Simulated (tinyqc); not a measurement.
Koster-Slater impurity in a tight-binding band, by Green functions and by supercells. Inputs raised by 5 %, one at a time. Computed by tinyqc, a small Python program. Command: `OMP_NUM_THREADS=1 python tinyqc.py 3015156 3015157 out.jsonl kosterslater sens`. One thread of a shared host (Intel(R) Xeon(R) Processor @ 2.30GHz), about 0.05 s of CPU time with the checks.

One orbital per site, e(k) = -2 t sum cos(k_i) over 2 direction(s), band from -4 t to 4 t, lattice constant 1. One site has the extra energy U. Spin is left out.

Inputs (values chosen for the exercise, for a model band): hopping t = 0.39 eV; impurity potential U = -0.967 eV; supercell edge N = 3 sites; energy inside the band E = 1.03 eV; broadening eta = 0.031 eV; impurity concentration c = 0.0002 per site.

Lattice: square.

Constants: hbar = 6.582119569e-16 eV s.

Method:
- Outside the band G0(E) = (2/(pi E)) K(m), m = 16 t^2/E^2, K the complete elliptic integral with parameter m.
- A bound state solves 1/U = G0(E).
- Bisection in ln(distance from the edge) between 1e-5 t and |U| + t. Weight on the impurity site: -1/(U^2 dG0/dE), by a central difference with step min(1e-4 t, distance/30). Decay length along an axis: 1/arccosh(1 + distance/(2 t)).
- Inside the band G0(z), z = E + i eta, comes from the chain form 1/(sqrt(y - 2t) sqrt(y + 2t)) (principal roots) at y = z + 2 t cos k, averaged over k in (0, pi) with 200 Gauss-Legendre points.
- T = U/(1 - U G0); phase shift delta = -arg(1 - U G0) in (-pi, pi]; host density of states -Im G0/pi; on the impurity -Im[G0/(1 - U G0)]/pi; lifetime of a band state hbar/(-2 c Im T).
- In a periodic cell of N sites along each direction with Bloch vector K, the level solves 1/U = N^-d sum_k 1/(E - e(k)), k_i = (2 pi m_i + K_i)/N, m_i = 0..N-1; the outermost root on the side of U is taken (bisection). d is the number of directions. Gamma means K_i = 0, the zone corner K_i = pi, the quarter point K_i = pi/2.
- The error is measured against the isolated level E_b.

Runs; columns: (1) input moved; (2) from; (3) to; (4) weight on the impurity site; (5) decay length (sites); (6) width between Gamma and the corner (eV); (7) scattering lifetime (fs):
```
(1)                                     (2)       (3)      (4)     (5)      (6)     (7)
base run                                  -         -  0.35109  2.3520  0.39019  7864.3
hopping t (eV)                         0.39    0.4095  0.30781  2.6454  0.42892  7653.7
impurity potential U (eV)            -0.967  -1.01535  0.39504  2.1058  0.37144  7500.3
impurity concentration c (per site)  0.0002   0.00021  0.35109  2.3520  0.39019  7489.8
energy inside the band E (eV)          1.03    1.0815  0.35109  2.3520  0.39019  8106.4
broadening eta (eV)                   0.031   0.03255  0.35109  2.3520  0.39019  7863.0
```

Exponents ln(y'/y) / ln(x'/x):
```
input                     weight on the impurity site  decay length  width between Gamma and the corner  scattering lifetime
hopping t                                      -2.696         2.410                               1.940               -0.556
impurity potential U                            2.417        -2.266                              -1.009               -0.971
impurity concentration c                        0.000         0.000                               0.000               -1.000
energy inside the band E                        0.000         0.000                               0.000                0.621
broadening eta                                  0.000         0.000                               0.000               -0.003
```

Among the inputs moved here: weight on the impurity site answers most in size to hopping t (exponent -2.696), next to impurity potential U (+2.417); its exponent is below 0.0005 for impurity concentration c, energy inside the band E, broadening eta. Decay length answers most in size to hopping t (exponent +2.410), next to impurity potential U (-2.266); its exponent is below 0.0005 for impurity concentration c, energy inside the band E, broadening eta. Width between Gamma and the corner answers most in size to hopping t (exponent +1.940), next to impurity potential U (-1.009); its exponent is below 0.0005 for impurity concentration c, energy inside the band E, broadening eta. Scattering lifetime answers most in size to impurity concentration c (exponent -1.000), next to impurity potential U (-0.971). Its exponent -1.000 in impurity concentration c: independent scatterers.
